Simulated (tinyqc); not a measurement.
Area and perimeter leakage from two diodes.

Inverse problem. A square diode and a finger diode leak I = JA area + JP perimeter. Find JA, JP and the side of the square at which both parts are equal.

areas (um^2): [90000, 94000]
perimeters (um): [1200, 38070]
leakage currents (pA): [19.092000, 53.443700]

Solution. Two linear equations give JA and JP; for a square of side a, JA a^2 = 4 JP a at a = 4 JP/JA.

JA = 2.000e-8 A/cm^2
JP = 9.100e-12 A/cm
side for equal parts = 18.20 um

Computed by the program tinyqc: `OMP_NUM_THREADS=1 python tinyqc.py 2290095 2290096 out.jsonl`, one thread of a shared Intel Xeon 2.30GHz, about 0.01 s for the whole run.
